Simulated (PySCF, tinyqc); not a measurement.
Worked calculation: RHF in the sto-6g basis, for H3-, spin multiplicity 1. The basis has no diffuse functions, so it cannot describe the extra electron: this is an exercise in the method, not the real anion. The lowest restricted solution is unstable here: a spin-polarised one lies 0.0123 hartree lower (PySCF). One step of it, computed by the program tinyqc.

Problem. Orthogonalisation. S = U s U^T; canonical form X = U s^(-1/2), so that X^T S X = 1. Each column of U has its largest component positive (the first on a tie).

overlap S:
```
          1H 1s     2H 1s     3H 1s
1H 1s  1.000000  0.253543  0.253344
2H 1s  0.253543  1.000000  0.024508
3H 1s  0.253344  0.024508  1.000000
```

Give: eigenvalues of S; X.

Solution.

eigenvalues of S: 0.6536  0.9755  1.3709

X:
```
             1        2       3
1H 1s   0.8894  -0.0001  0.5935
2H 1s  -0.6081  -0.7157  0.4344
3H 1s  -0.6075   0.7162  0.4341
```
